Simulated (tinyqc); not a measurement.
# Keating valence-force model of a tetrahedral crystal, step by step

A worked calculation. Computed by tinyqc, a small Python program that keeps every step. Command: `OMP_NUM_THREADS=1 python tinyqc.py 3015613 3015614 out.jsonl keating walk`. One thread of a shared host (Intel(R) Xeon(R) Processor @ 2.30GHz), about 0.02 s of CPU time with the checks. Intermediate numbers are printed to about 6 digits and carried at full precision; extremes and crossings named in words are read from the listed rows.

Atom A sits at 0 and atom B at a/4 (1,1,1) of an fcc lattice; the four bonds from A are t = a/4 (1,1,1), a/4 (1,-1,-1), a/4 (-1,1,-1), a/4 (-1,-1,1), of length d = sqrt(3) a/4. Energy: E = (3 alpha/(8 d^2)) sum over bonds (r.r - d^2)^2 + (3 beta/(8 d^2)) sum over pairs of bonds at one atom (r_i.r_j + d^2/3)^2, with beta_A for the six pairs at A and beta_B for the six at B. The cell holds two atoms, Omega = a^3/4. 1 N/m = 1 J/m^2. With constants fitted to the elastic moduli this model puts optical and zone-boundary frequencies of real crystals too high, by up to about 20 % in elemental crystals and up to about 50 % in compounds, and mostly by more for TA modes; in compounds the lattice part of the static dielectric constant then comes out too low.

Inputs (values chosen for the exercise, modelled on aluminium arsenide):
```
quantity               value      unit
lattice constant a     5.661  angstrom
mass M_A               26.98         u
mass M_B               74.92         u
bond stretching alpha   44.2       N/m
bond bending beta_A     10.5       N/m
bond bending beta_B     10.5       N/m
Born charge Z*           2.2         e
eps_inf                 8.42         -
mesh divisions n           4         -
temperature T             77         K
```

Structure: zinc blende.

wave vector q (2 pi/a): 0.65  0.12  0

Constants: 1 eV/angstrom^2 = 16.02176634 J/m^2; nu for 1 eV/(angstrom^2 u) = 15.6333042 THz; 1 THz = 33.35640952 1/cm; e^2/(4 pi eps_0) = 14.39964548 eV angstrom; u = 1.6605390666e-27 kg; h x 1 THz = 4.135667696 meV; k_B = 8.617333262e-05 eV/K.

## Dynamical matrix at q

With displacements u exp(i q.r), each bracket changes by g.u, where g = (g_A, g_B): bond t, g = (-2 t, 2 t exp(i q.t)); pair (i, j) at A, g = (-(t_i + t_j), t_i exp(i q.t_j) + t_j exp(i q.t_i)); pair at B, g = (-t_i exp(-i q.t_j) - t_j exp(-i q.t_i), t_i + t_j). Then D_mn = sum over the 4 bonds and 12 pairs of (4 k/a^2) conj(g_m) g_n / sqrt(M_m M_n), with k = alpha or beta converted to eV/angstrom^2. Only the short-range forces enter; the Coulomb field of the charges is left out.

D(q) (eV/(angstrom^2 u)), lower triangle (Hermitian):
```
                    A x                 A y                 A z                 B x
A x            0.574325
A y            0.007967            0.507100
A z  0.000000-0.013001i  0.000000-0.001520i            0.508649
B x           -0.155898            0.029899  0.000000+0.018322i            0.206824
B y            0.029899           -0.155898  0.000000+0.156734i            0.002869
B z  0.000000+0.018322i  0.000000+0.156734i           -0.155898  0.000000+0.004682i

                    B y       B z
B y            0.182615
B z  0.000000+0.000547i  0.183173
```

## Frequencies at q

Diagonalise the Hermitian matrix D. An eigenvalue lambda of D in eV/(angstrom^2 u) gives nu = 15.6333042 THz x sqrt(lambda). The weight on A is the sum of |e|^2 over the three components of atom A.

frequencies (THz): 4.0341  4.1684  6.0510  12.1634  12.3344  12.5782

weights on atom A: 0.208292  0.204023  0.118171  0.833329  0.790253  0.845933

The top mode has 85 % of its weight on A, the lighter atom.

## Elastic constants and internal strain

beta = (beta_A + beta_B)/2; C11 = (alpha + 3 beta)/a, C12 = (alpha - beta)/a, C44 = 4 alpha beta/(a (alpha + beta)); with the two sublattices clamped C44(0) = (alpha + beta)/a; internal-strain parameter zeta = (alpha - beta)/(alpha + beta); B = (C11 + 2 C12)/3.

C11 = 133.722 GPa

C12 = 59.5301 GPa

C44 = 59.9503 GPa

clamped C44(0) = 96.6260 GPa

internal-strain parameter zeta = 0.616088

bulk modulus B = 84.2607 GPa

Letting the sublattices shift lowers C44 by 38 %, which is zeta^2. A shear is shared between bond lengths and angles. The model fixes 2 C44 (C11 + C12)/((C11 - C12)(C11 + 3 C12)) = 1.000 whatever alpha and beta are.

## Optical mode at the zone centre

beta = (beta_A + beta_B)/2; mu = M_A M_B/(M_A + M_B); lambda = 4 (alpha + beta)/mu with the springs in eV/angstrom^2; nu = 15.6333042 THz x sqrt(lambda).

reduced mass mu = 19.8365 u

nu_TO at G = 12.9714 THz

the same as a wavenumber = 432.679 1/cm

## LO-TO splitting

The long-range field adds 4 pi Z*^2 (e^2/(4 pi eps_0))/(eps_inf Omega mu) to lambda for the longitudinal mode at q -> 0; lambda = (nu/15.6333042 THz)^2; eps_0 = eps_inf (nu_LO/nu_TO)^2 (Lyddane-Sachs-Teller; here eps_0 is the static dielectric constant).

nu_LO at G = 14.0183 THz

static dielectric constant = 9.83400

The splitting is 8.1 % of nu_TO, and the lattice adds 1.41 to the dielectric constant.

## Frequencies at the zone boundary

The formulas are those given above.

Frequencies (THz) at points given in 2 pi/a:
```
point                 nu 1     nu 2     nu 3     nu 4     nu 5     nu 6
X (1, 0, 0)        4.86255  4.86255  7.28703  12.0255  12.0255  12.1431
L (0.5, 0.5, 0.5)  3.50161  3.50161  7.08167  11.9302  12.4898  12.4898
W (1, 0.5, 0)      5.21154  5.53422  6.67452  11.1224  12.0905  12.8391
K (0.75, 0.75, 0)  4.51992  5.74235  6.80588  11.2399  12.1584  12.7471
```

At X the two longitudinal modes are split (7.29 and 12.14 THz) because each moves one sublattice alone.

## Lowest frequency at X

Take the lowest frequency at X = (1, 0, 0) 2 pi/a, the transverse acoustic (TA) mode.

TA frequency at X = 4.86255 THz

## Transverse acoustic branch against its sound line

The sound line is nu = v q/(2 pi) with v = sqrt(C44/rho), rho = (M_A + M_B)/Omega; the clamped line uses C44(0).

Frequencies (THz) along G-X; columns: (1) q (2 pi/a); (2) lowest branch; (3) sound line, relaxed C44; (4) sound line, clamped C44(0); (5) third-lowest frequency; (6) highest frequency:
```
(1)       (2)      (3)      (4)      (5)      (6)
0.05  0.35382  0.35405  0.44949  0.52841  12.9683
0.15  1.05587  1.06216  1.34848  1.57624  12.9434
0.30  2.07323  2.12433  2.69695  3.09171  12.8590
0.45  3.00984  3.18649  4.04543  4.48427  12.7189
0.60  3.81587  4.24866  5.39390  5.68657  12.5323
0.75  4.43144  5.31082  6.74238  6.61759  12.3301
0.90  4.79130  6.37299  8.09086  7.17480  12.1773
1.00  4.86255  7.08110  8.98984  7.28703  12.1431
```

At small q the branch follows the relaxed line (0.999 of it, against 0.787 of the clamped one): in a long shear wave the sublattices shift against each other. At X it reaches 69 % of the relaxed line. Real tetrahedral semiconductors have flatter TA branches than a Keating model fitted to their elastic constants, which needs longer-ranged terms to mend.

## Thermal sums on a mesh

Mesh: q = sum_i (m_i + 1/2)/n b_i, m_i = 0..n-1, with b = [[-1, 1, 1], [1, -1, 1], [1, 1, -1]] in 2 pi/a; sums over the six modes are averaged over the n^3 points and halved, per atom. With x = h nu/(k_B T) and n = 1/(exp(x) - 1) for each mode: F = k_B T [x/2 + ln(1 - exp(-x))], U = k_B T x (n + 1/2), S/k_B = x n - ln(1 - exp(-x)), C/k_B = x^2 n (n + 1). The acoustic share counts the three lowest modes at each q; zero-point energy = sum h nu/2.

free energy F = 52.1495 meV/atom

entropy S = 0.411038 k_B/atom

heat capacity C = 0.812239 k_B/atom

acoustic share of C = 0.948007

zero-point energy = 52.9628 meV/atom

C is 27 % of the classical value; the optical modes are still largely frozen out.

Checks made by the program: slopes of the acoustic branches along [110] against C11, C12 and the relaxed C44 (relative difference 1e-06); zone-centre optical mode against D(q = 0) (relative difference below 1e-10); longitudinal modes at X against the diagonal of D (relative difference below 1e-10).
